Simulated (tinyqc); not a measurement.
Metal-interlayer-semiconductor contact, depinning against tunnelling resistance: one step of the calculation.

Zero bias, n-type semiconductor. Gap states at the semiconductor surface thin out as exp(-be ti), which unpins the barrier; electrons must then cross the interlayer (a rectangular barrier, no voltage drop across it) and the parabolic depleted layer, both by WKB. Energies E are counted from the Fermi level; no image force, parabolic bands.

Problem. Exponents and integrand on an energy grid. With U = phiB - xi: for xi < E < phiB, y = (E - xi)/U and G1 = (U/E00) [sqrt(1 - y) - y ln((1 + sqrt(1 - y))/sqrt(y))], G1 = 0 above phiB; G2 = 2 ti sqrt(mi max(phiB + dE - E, 0)/C), C = hbar^2/(2 m0); f = 1/(1 + exp(E/Vt)); integrand exp(-G1 - G2) f.

Inputs (values chosen for the exercise); semiconductor values close to those of gallium arsenide; interlayer mass of the order of that in aluminium oxide, offset chosen freely: temperature T = 400 K; interlayer thickness ti = 1.3 nm; conduction-band offset of the interlayer above the semiconductor dE = 2.42 eV; tunnelling mass in the interlayer mi = 0.36 m0.

Constants: q = 1.602176634e-19 C, kB = 1.380649e-23 J/K, hbar = 1.054571817e-34 J s, m0 = 9.1093837015e-31 kg, Vt = kB T/q, hbar^2/(2 m0) = 0.0380998212 eV nm^2. Results are converted to the units shown.

E, point 0 to 15 (eV): -0.01  0.03133  0.07267  0.114  0.15533  0.19667  0.238  0.27933  0.32067  0.362  0.40333  0.44467  0.486  0.52733  0.56867  0.61
phiB = 0.42446893 eV
xi = -0.019317131 eV
E00 = 0.018113476 eV

Find: G1; G2; f; integrand.

Solution.

```
point      G1      G2          f  integrand (1e-11)
0      22.894  13.503    0.57202             0.0000
1      18.171  13.405    0.28722             0.0006
2      14.584  13.306    0.10830             0.0084
3      11.593  13.206   0.035322             0.0599
4       9.031  13.106   0.010918             0.2656
5       6.818  13.005  0.0033161             0.8161
6       4.912  12.903  0.0010021             1.8372
7       3.289  12.800  3.0232e-4             3.1111
8       1.944  12.697  9.1137e-5             3.9931
9       0.888  12.592  2.7478e-5             3.8402
10      0.171  12.487  8.2844e-6             2.6348
11      0.000  12.381  2.4969e-6             1.0483
12      0.000  12.274  7.5278e-7             0.3518
13      0.000  12.166  2.2695e-7             0.1181
14      0.000  12.057  6.8403e-8             0.0397
15      0.000  11.947  2.0622e-8             0.0134
```

Program tinyqc, `OMP_NUM_THREADS=1 python tinyqc.py 2270052 2270053 out.jsonl`; Intel Xeon 2.30GHz, shared host, one thread, about 0.03 s.
